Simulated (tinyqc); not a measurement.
# MOSFET in the linear regime without short-channel effects, parameter extraction from computed curves, step by step

tinyqc, about 0.01 s, one thread, Intel Xeon 2.30GHz (shared host): `OMP_NUM_THREADS=1 python tinyqc.py 2210142 2210143 out.jsonl` Printed values are rounded.

Inversion charge Q = Cox n Vt W0(exp((Vg - VT)/(n Vt))), W0 the Lambert function and n = nf; u = Q/Cox; mobility mu = mu0/(1 + th1 u + th2 u^2); channel resistance Rch = (L - dL)/(W mu Q); Id = Vd/(Rch + Rsd/W). Cox = eps0 eox/tox. Small Vd, no channel-length or drain effects.

Parameters, values chosen for the exercise; channel values of the order met in silicon transistors:

| symbol | value | unit | meaning |
|---|---|---|---|
| T | 400 | K | temperature |
| eox | 3.9 |  | relative permittivity of the gate insulator (close to silicon dioxide) |
| tox | 1.8 | nm | insulator thickness |
| mu0 | 100 | cm^2/(V s) | low-field mobility |
| th1 | 0.62 | 1/V | first mobility attenuation factor |
| th2 | 0 | 1/V^2 | second mobility attenuation factor |
| VT | 0.28 | V | threshold voltage |
| nf | 1.15 |  | body factor |
| W | 1 | um | gate width |
| L | 0.18 | um | drawn gate length |
| dL | 0.017 | um | drawn less effective length |
| Rsd | 240 | ohm um | source plus drain resistance |
| Vd | 0.05 | V | drain voltage |

Constants: q = 1.602176634e-19 C, kB = 1.380649e-23 J/K, Vt = kB T/q, eps0 = 8.8541878128e-14 F/cm where lengths are in cm. Results are converted to the units shown.

## Transfer curve

Vg, point 0 to 9 (V): 0.04  0.16  0.28  0.4  0.52  0.64  0.76  0.88  1  1.12

u, mu, Rch and Id as defined.

```
point       u (V)  mu (cm^2/(V s))  Rch (ohm)     Id (uA)
0      9.28248e-5          99.9942  9.15393e6  0.00546199
1      0.00183365          99.8864  4.63899e5    0.107726
2       0.0224814          98.6253    38320.8     1.29665
3       0.0882670          94.8114    10152.8     4.81100
4        0.180017          89.9596    5246.71     9.11293
5        0.282196          85.1092    3537.69     13.2356
6        0.389429          80.5512    2708.61     16.9572
7        0.499557          76.3519    2227.62     20.2624
8        0.611540          72.5082    1916.17     23.1892
9        0.724804          68.9951    1699.06     25.7857
```

## Threshold and mobility at the peak transconductance

gm_i = (Id_(i+1) - Id_(i-1))/(Vg_(i+1) - Vg_(i-1)); at the point j of largest gm the tangent meets the axis at V_ext = Vg_j - Id_j/gm_j; field-effect mobility gm_j L/(W Cox Vd) with the drawn L.

gm, point 1 to 8 (uS): 5.37996  19.5970  32.5678  35.1026  32.6843  29.2783  25.9669  23.0138
j = 4
V_ext = 0.260391 V
field-effect mobility = 65.8720 cm^2/(V s)

V_ext is 20 mV below the model VT, and the mobility so found is 40 % below mu0 L/(L - dL) = 110 cm^2/(V s), the value for the drawn L; attenuation, series resistance and the slow approach of Q to a straight line all lower the peak gm.

## The Y function

Y_i = Id_i/sqrt(gm_i). For Id = beta Vd x/(1 + th x), x = Vg - VT, Y = sqrt(beta Vd) x whatever th. Slope s from points 5 and 8; VT_Y = Vg - Y/s at point 8; beta = s^2/Vd; mobility beta L/(W Cox) with the drawn L; th* = (beta Vd x/Id - 1)/x at point 8.

Y, point 1 to 8 (uA^0.5 V^0.5): 0.0464443  0.292907  0.843026  1.53811  2.31513  3.13386  3.97631  4.83383
s = 6.99640 uA^0.5 V^-0.5
VT_Y = 0.309098 V
beta = 978.994 uA/V^2
mobility from Y = 91.8568 cm^2/(V s)
th* = 0.663498 1/V

The mobility from Y is 17 % below mu0 L/(L - dL) = 110 cm^2/(V s), which it should reach in deep inversion when th2 = 0. th* compares with th1 + mu0 Cox Rsd/(L - dL) = 0.902 1/V, since series resistance enters like th1. The match is poor here: at these overdrives Q is not yet a straight line in Vg.
